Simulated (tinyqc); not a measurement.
What moves the results: fitting sp3s* parameters to three gaps by Newton steps. A value that a table varies takes the place of the one given here.

sp3s* tight binding, nearest neighbours only: anion (a) at 0, cation (c) at a/4 (1,1,1), orbitals s, px, py, pz, s* on each; k in units of 2 pi/a. With phases e_j = exp(i (pi/2) k.n_j) for n = (1,1,1), (1,-1,-1), (-1,1,-1), (-1,-1,1): g0 = (e1+e2+e3+e4)/4, g1 = (e1+e2-e3-e4)/4, g2 = (e1-e2+e3-e4)/4, g3 = (e1-e2-e3+e4)/4. The diagonal holds the levels Esa, Epa, Exa (s*) and Esc, Epc, Exc. Anion-cation block: <sa|sc> = Vss g0; <sa|xc> = Vsapc g1; <xa|sc> = -Vscpa g1; <xa|xc> = Vxx g0; <xa|yc> = <ya|xc> = Vxy g3, <xa|zc> = <za|xc> = Vxy g2, <ya|zc> = <za|yc> = Vxy g1; <s*a|xc> = Vxapc g1; <xa|s*c> = -Vpaxc g1; y and z take g2 and g3 in place of g1; s-s* and s*-s* vanish.

Gaps are level 5 at Gamma, X = (1,0,0) and L = (1/2,1/2,1/2) less level 4 at Gamma; no spin-orbit coupling. Free parameters: Vss, Vxapc and Vpaxc. H is linear in them, so by Hellmann-Feynman J_ij = <u|dH/dp_j|u> for level 5 at point i less the same for level 4 at Gamma. Newton: p(new) = p + J^-1 (target - gaps); stop when all misses are below 1e-7 eV.

Constants: hbar^2/2m0 = 3.80998211 eV angstrom^2.

Inputs chosen for the exercise (out of a larger set: near a published set for GaAs, fitted to gaps, whose masses and valley positions are rough; not measured data):
```
symbol  value                                                                                         unit      meaning
p       (-8.336, 1.04, -2.651, 3.672, 8.574, 6.764, -6.475, 1.955, 5.08, 4.484, 5.763, 4.844, 4.806)  eV        start, order Esa, Epa, Esc, Epc, Exa, Exc, Vss, Vxx, Vxy, Vsapc, Vscpa, Vxapc, Vpaxc
tg      (1.7466, 2.2711, 1.8186)                                                                      eV        target gaps at Gamma, X, L
a       5.657                                                                                         angstrom  lattice constant
```

## Equal gaps, different models

The same three targets are met with other triples of free parameters (those for which Newton converges within 3 eV of the start). Not fitted: level 5 at K = (3/4,3/4,0) above Ev, the spacing of levels 6 and 5 at X, the depth of level 2 at X below Ev, the valence width at Gamma, and the mass c q^2/(E(q) - E(0)) of level 5 along [100], q = 0.002 (2 pi/a), c = hbar^2/2m0.

Unfitted results:
```
free parameters    largest change (eV)  K (eV)  X spacing (eV)  level 2 at X (eV)  valence width (eV)  mass (m0)
start                            0.000   1.983           0.350              7.471              12.564     0.1223
Vss, Vxapc, Vpaxc                0.285   2.173           0.181              7.440              12.732     0.1394
Esc, Vxapc, Vpaxc                0.285   2.134           0.039              7.412              12.494     0.1374
Esa, Vxapc, Vscpa                0.547   2.152           0.096              7.455              12.186     0.1405
Vss, Exa, Exc                    0.813   2.177           0.212              7.457              12.732     0.1394
```

All fitted rows have the same three gaps, yet they spread by 43 meV at K, 173 meV in the X spacing, 45 meV in level 2 at X, 547 meV in the valence width and 2.2 % in the mass. The smallest change of parameters, 0.285 eV, is that of Vss, Vxapc, Vpaxc; Esc, Vxapc, Vpaxc. A fit fixes what it was given and leaves the rest to the choice of free parameters.

## How errors in the targets pass to the parameters

J:
```
            Vss     Vxapc     Vpaxc
Gamma  -0.91565   0.00000   0.00000
X       0.00000  -0.85311   0.00000
L      -0.24333  -0.23410  -0.12686
```

The gaps at Gamma, X and L of an sp3s* model are fitted with Vss, Vxapc and Vpaxc; J holds the derivatives of the gaps by these parameters at the start. The change of each parameter for +10 meV on one target is 10 J^-1, in meV.

Shifts (meV):
```
target raised    Vss  Vxapc  Vpaxc
Gamma          -10.9    0.0   20.9
X                0.0  -11.7   21.6
L                0.0    0.0  -78.8
```

root sum of squares (meV): Vss 10.9, Vxapc 11.7, Vpaxc 84.4

Independent errors of 10 meV leave Vpaxc least certain (84 meV) and Vss best fixed (10.9 meV). The largest single entry, 79 meV, comes from the target at L.

Program tinyqc; command `OMP_NUM_THREADS=1 python tinyqc.py 1480108 1480109 out.jsonl`; about 0.5 s on one thread of a shared Intel(R) Xeon(R) Processor @ 2.30GHz.
